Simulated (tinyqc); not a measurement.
Velocity overshoot from momentum and energy balance equations after a field step. Changing the field after the step F. Computed by tinyqc, a small Python program. Command: `OMP_NUM_THREADS=1 python tinyqc.py 3006261 3006262 out.jsonl overshoot sweep`. One thread of a shared host (Intel(R) Xeon(R) Processor @ 2.30GHz), about 0.04 s of CPU time with the checks.

At t = 0 the field jumps from 0 to F in a uniform sample. v is the drift velocity and u = w - (3/2) k_B T the excess energy per carrier.

Inputs (values chosen for the exercise, modelled on electrons in 4H-SiC except for tau_E):
```
quantity,value,unit
effective mass m,0.34,m_0
low-field mobility mu_0,860,cm^2/(V s)
saturation velocity v_s,1.9,1e7 cm/s
energy relaxation time tau_E,0.6,ps
lattice temperature T,300,K
time step dt,3.8,fs
```

Scheme: explicit Euler.

Constants: m_0 = 9.1093837015e-31 kg; e = 1.602176634e-19 C; k_B = 8.617333262e-05 eV/K.

Method:
- dv/dt = e F/m - v/tau_m(u), du/dt = e F v - u/tau_E, tau_m(u) = tau_0/(1 + c u), tau_0 = m mu_0/e, c = mu_0/(e tau_E v_s^2); this choice gives the steady state v (1 + mu_0 F v/v_s^2) = mu_0 F, which saturates at v_s. Steady velocity v = 2 mu_0 F/(1 + sqrt(1 + 4 (mu_0 F/v_s)^2)); u = e F v tau_E; carrier temperature T + 2u/(3 k_B), neglecting the drift energy m v^2/2.
- Step: v_new = v + dt (e F/m - v/tau_m(u)), u_new = u + dt (e F v - u/tau_E). Start v = u = 0; the distance adds dt (v + v_new)/2.
- Run to 8 times the larger of tau_E and tau_0, but at most 20001 steps, and stop early if |v| > 1000 v_s or u < -1/(2c); the run is accepted if the last v is within 0.5 % of the steady value.

One run for each value:
```
field after the step F (kV/cm),peak over steady velocity,peak velocity (1e7 cm/s),steady velocity (1e7 cm/s),time of the peak (fs),distance at the peak (nm)
8.2,1.0456,0.6567,0.6281,665.0,34.667
12.0,1.0979,0.9150,0.8334,539.6,37.992
17.0,1.1788,1.2156,1.0313,440.8,40.100
25.0,1.3137,1.6260,1.2377,345.8,40.749
36.0,1.4892,2.0915,1.4044,273.6,40.370
52.0,1.7152,2.6393,1.5388,216.6,39.495
75.0,1.9906,3.2658,1.6407,171.0,37.901
110.0,2.3351,4.0134,1.7188,133.0,35.627
160.0,2.7334,4.8473,1.7733,102.6,32.510
```

Describe and explain the trends.

Over the rows, peak over steady velocity rises from 1.05 to 2.73 (exponent d ln y / d ln x 0.13 between the first rows and 0.42 between the last); peak velocity (1e7 cm/s) rises from 0.657 to 4.85 (exponent d ln y / d ln x 0.87 between the first rows and 0.50 between the last); steady velocity (1e7 cm/s) rises from 0.628 to 1.77 (exponent d ln y / d ln x 0.74 between the first rows and 0.083 between the last). Overshoot passes 10 % between 12.0 and 17.0 kV/cm; the knee field v_s/mu_0 is 22.1 kV/cm.

Caution (rows 75.0, 110, 160): the excess energy exceeds 0.5 eV, where non-parabolicity, upper valleys and impact ionisation matter.

Extremes, crossings and ranges named in words are read from the listed rows.
